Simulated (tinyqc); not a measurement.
Plasmons of a degenerate electron gas in the random-phase approximation: sweeps and comparisons. A value that a table varies takes the place of the one given here.

Zero temperature, parabolic band: kF = (3 pi^2 n)^(1/3), EF = c kF^2/m, Ep^2 = 8 pi c e2 n/(m eb), qTF^2 = 6 pi e2 n/(eb EF), c = hbar^2/2m0, e2 = e^2/(4 pi eps0), n in 1/angstrom^3 (1e-24 per 1/cm^3).

Lindhard function: eps(q, E)/eb = 1 + (qTF/q)^2 (f1 + i f2) with z = q/(2 kF), u = E/(hbar vF q), hbar vF = 2 c kF/m; f1 = 1/2 + [h(z - u) + h(z + u)]/(8 z), h(x) = (1 - x^2) ln|(x + 1)/(x - 1)|; f2 = pi u/2 for z + u < 1, (pi/(8 z))(1 - (z - u)^2) for |z - u| < 1 < z + u, else 0. Pairs exist for c (q^2 - 2 q kF)/m < E < c (q^2 + 2 q kF)/m.

Constants: hbar^2/2m0 = 3.80998211 eV angstrom^2; e^2/(4 pi eps0) = 14.39964547 eV angstrom; a0 (Bohr radius) = 0.5291772105 angstrom.

Parameters, chosen for this exercise (mass and background constant near those of GaAs; polar phonons, which mix with the plasmon in the real crystal, and the rise of the mass with filling are left out; not measured data):
- n = 6.6e+18 1/cm^3 (electron density)
- m = 0.0674 m0 (mass)
- eb = 10.6 (background dielectric constant)
- ed = 4 (dielectric constant of the surroundings)
- d = 100 angstrom (film thickness)
- qp = 0.00945 1/angstrom (wave vector of the plasmon)

## Dispersion and weight of the plasmon

Short formula: E^2 = Ep^2 + (3/5)(hbar vF q)^2 + (c q^2/m)^2; qc is where the plasmon meets the top of the continuum. The weight is the share of the f-sum that the plasmon carries, 2E/(Ep^2 d(eps/eb)/dE); a dash marks no undamped root.

Energies (meV):

| q (1/angstrom) | q/kF | top of continuum | plasmon | short formula | weight |
|---|---|---|---|---|---|
| 0.00227 | 0.039 | 15.18 | 113.5 | 113.5 | 1.000 |
| 0.00568 | 0.098 | 39.09 | 116.6 | 116.5 | 0.999 |
| 0.00909 | 0.157 | 64.31 | 122.3 | 122.0 | 0.994 |
| 0.0125 | 0.215 | 90.84 | 130.9 | 129.8 | 0.979 |
| 0.0159 | 0.274 | 118.6 | 142.3 | 139.5 | 0.937 |
| 0.0182 | 0.314 | 138.1 | 152.0 | 147.1 | 0.875 |
| 0.0205 | 0.353 | 158.2 | 163.8 | 155.4 | 0.746 |
| 0.0220 | 0.379 | 171.7 | 173.0 | 161.2 | 0.557 |
| 0.0250 | 0.431 | 199.3 | - | 173.6 | - |
| 0.0295 | 0.508 | 242.7 | - | 194.0 | - |

qc = 0.02273 1/angstrom

Ep = 112.9 meV. The plasmon rises from 113.5 to 173 meV just before qc, 53 % above Ep. The short formula errs by -0.80 % at q/kF = 0.22 and -6.83 % next to qc. The weight falls from 1.000 to 0.557 as pairs take over the sum.

## Density dependence

n is multiplied by the factor listed.

Results:

| factor | rs | EF (meV) | Ep (meV) | Ep/EF | qc/kF | alpha = 3 EF/(5 Ep) |
|---|---|---|---|---|---|---|
| 0.10 | 0.856 | 41.01 | 35.69 | 0.870 | 0.528 | 0.689 |
| 0.20 | 0.680 | 65.10 | 50.47 | 0.775 | 0.483 | 0.774 |
| 0.50 | 0.501 | 119.9 | 79.81 | 0.665 | 0.429 | 0.902 |
| 1.0 | 0.397 | 190.4 | 112.9 | 0.593 | 0.392 | 1.012 |
| 2.0 | 0.315 | 302.2 | 159.6 | 0.528 | 0.358 | 1.136 |
| 5.0 | 0.232 | 556.6 | 252.4 | 0.453 | 0.317 | 1.323 |
| 10 | 0.184 | 883.6 | 356.9 | 0.404 | 0.289 | 1.485 |

Over two decades Ep grows by 10.0 (n^(1/2)) and EF by 21.5 (n^(2/3)), so Ep/EF falls from 0.870 to 0.404 as sqrt(rs), and qc/kF from 0.528 to 0.289: in a dense gas the plasmon enters the continuum earlier on the scale of kF. alpha is the coefficient in E = Ep + alpha hbar^2 q^2/(m m0).

## Thin film modes against wave vector (bulk, surface, particle and sheet plasmons)

Drude medium eps = eb (1 - Ep^2/E^2), no retardation. A film of thickness d has modes eps = -ed coth(q d/2) (lower) and eps = -ed tanh(q d/2) (upper); a sheet with ns = n d has E^2 = 4 pi c e2 ns q/(m ed). One surface: eps = -ed; small sphere: eps = -2 ed.

Modes (meV):

| q d | q (1/angstrom) | lower | upper | sheet |
|---|---|---|---|---|
| 0.020 | 0.000200 | 18.13 | 112.6 | 18.37 |
| 0.050 | 0.000500 | 28.13 | 112.3 | 29.05 |
| 0.10 | 0.00100 | 38.59 | 111.8 | 41.08 |
| 0.20 | 0.00200 | 51.59 | 110.8 | 58.10 |
| 0.50 | 0.00500 | 70.81 | 108.0 | 91.86 |
| 1.0 | 0.0100 | 83.74 | 104.1 | 129.9 |
| 2.0 | 0.0200 | 92.29 | 99.47 | 183.7 |
| 4.0 | 0.0400 | 95.68 | 96.64 | 259.8 |
| 8.0 | 0.0800 | 96.16 | 96.18 | 367.5 |

bulk, surface, sphere (meV): 112.9  96.17  85.20

At small q d the lower mode tends to the sheet law sqrt(q) (within 5 % up to q d = 0.05 of the values listed) and the upper one starts near the bulk value. At q d = 8 the two are 0.018 meV apart around the surface value 96.17 meV. Retardation, left out here, matters where q is below about three times sqrt(ed) E/(hbar c), hbar c = 1973.27 eV angstrom: that holds for 0 of the rows (from the top) for the lower mode and 1 for the upper one. From q d = 4 on q exceeds half of kF = 0.058 1/angstrom, where a local dielectric function has failed; it does so earlier, once hbar vF q nears the mode energy.

## What moves the plasmon

The plasmon is taken at qp. Each row changes one parameter from the base and keeps the others.

Results:

| case | Ep (meV) | plasmon at qp (meV) | qc (1/angstrom) |
|---|---|---|---|
| base | 112.9 | 123.1 | 0.02273 |
| n = 7.92e+18 1/cm^3 | 123.6 | 134.2 | 0.02358 |
| m = 0.0775 m0 | 105.3 | 113.6 | 0.02400 |
| eb = 9.54 | 119.0 | 128.7 | 0.02368 |
| qp = 0.00661 1/angstrom | 112.9 | 117.9 | 0.02273 |

The largest shifts from the base row, up to three for each result and ties (the steps differ in size, so this ranks the rows, not the parameters). Ep (meV): n +10.8, m -7.61, eb +6.10; unchanged at the printed digits by qp. plasmon at qp (meV): n +11.1, m -9.54, eb +5.59. qc (1/angstrom): m +0.00127, eb +0.000956, n +0.000856; unchanged at the printed digits by qp.

Program tinyqc; command `OMP_NUM_THREADS=1 python tinyqc.py 1652156 1652157 out.jsonl`; about 0.01 s on one thread of a shared Intel(R) Xeon(R) Processor @ 2.30GHz.
